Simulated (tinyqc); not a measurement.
Worked calculation: density of states of one tight-binding band on the triangular lattice. Values are carried at full precision from step to step, so a last printed digit may differ when a step is redone from the rounded ones.

E(k) = -2 t (cos 2 pi k1 + cos 2 pi k2 + cos 2 pi (k1 + k2)); k in fractions of the reciprocal vectors, mesh k_i = j/N with j = 0 .. N-1. Densities are per cell and per spin, so the band holds one state.

Inputs chosen for the exercise: t = 1.38 eV (nearest hopping); N = 8 (mesh points along each axis); bins = 10 (bins of the histogram); E_lo = -8.313 eV (lower end of the histogram); E_hi = 4.217 eV (upper end); E = -1.59 eV (energy at which the density is wanted); sigma = 0.414 eV (Gaussian width).

## Energies on the mesh

Evaluate the band at all 64 points and collect equal values.

Distinct energies:

| E_k (eV) | points |
|---|---|
| -8.2800 | 1 |
| -6.6632 | 6 |
| -3.9032 | 6 |
| -2.7600 | 6 |
| 0.0000 | 12 |
| 1.1432 | 6 |
| 2.7600 | 21 |
| 3.9032 | 6 |

The 64 points give 8 distinct energies between -8.2800 and 3.9032 eV; a dense mesh gives a band from -8.280 to 4.140 eV.

## Histogram

Count the points in equal bins from E_lo to E_hi; g = count/(all points x bin width).

Histogram:

| from (eV) | to (eV) | points | g (1/eV) |
|---|---|---|---|
| -8.3130 | -7.0600 | 1 | 0.0125 |
| -7.0600 | -5.8070 | 6 | 0.0748 |
| -5.8070 | -4.5540 | 0 | 0.0000 |
| -4.5540 | -3.3010 | 6 | 0.0748 |
| -3.3010 | -2.0480 | 6 | 0.0748 |
| -2.0480 | -0.7950 | 0 | 0.0000 |
| -0.7950 | 0.4580 | 12 | 0.1496 |
| 0.4580 | 1.7110 | 6 | 0.0748 |
| 1.7110 | 2.9640 | 21 | 0.2619 |
| 2.9640 | 4.2170 | 6 | 0.0748 |

Empty bins: 2 of 10; the fullest holds 21 points. Empty bins inside the band come from the coarse mesh, not from gaps.

## Gaussian broadening at one energy

Gaussian broadening: g(E) = mean over the mesh of exp(-(E - E_k)^2/(2 sigma^2))/(sigma sqrt(2 pi)), n(E) = mean of erfc((E_k - E)/(sigma sqrt 2))/2.

Sum over the distinct energies with their counts.

n(E) = 0.2967
g(E) = 0.0018 1/eV

## One triangle of the mesh

For corner energies e1 <= e2 <= e3 and eij = ei - ej, the share of the triangle below E is n = (E - e1)^2/(e21 e31) for e1 < E < e2 and n = 1 - (e3 - E)^2/(e31 e32) for e2 < E < e3; its density of states is g = dn/dE.

corner energies, sorted (eV): -2.7600  0.0000  1.1432

Find its share below E and its density of states at E.

n = 0.1271
g = 0.2172 1/eV

E lies between corners 1 and 2.

## Sum over all linear triangles

Each cell of the mesh is cut along (i+1, j)-(i, j+1) into two triangles. For corner energies e1 <= e2 <= e3 and eij = ei - ej, the share of the triangle below E is n = (E - e1)^2/(e21 e31) for e1 < E < e2 and n = 1 - (e3 - E)^2/(e31 e32) for e2 < E < e3; its density of states is g = dn/dE.

Average n and g over all pieces of the mesh. The reference uses the same method with N = 240.

n(E) = 0.2876
g(E) = 0.0623 1/eV
reference n(E) = 0.291
reference g(E) = 0.060 1/eV

On this mesh the linear method errs by +0.002 1/eV in g and -0.004 in n; the Gaussian sum erred by -0.058 and +0.006.

## Checks

- States below the top of the band by the linear method against one: both 1.000000.

tinyqc: `OMP_NUM_THREADS=1 python tinyqc.py 1680487 1680488 out.jsonl`; about 0.09 s, one thread, shared Intel(R) Xeon(R) Processor @ 2.30GHz.
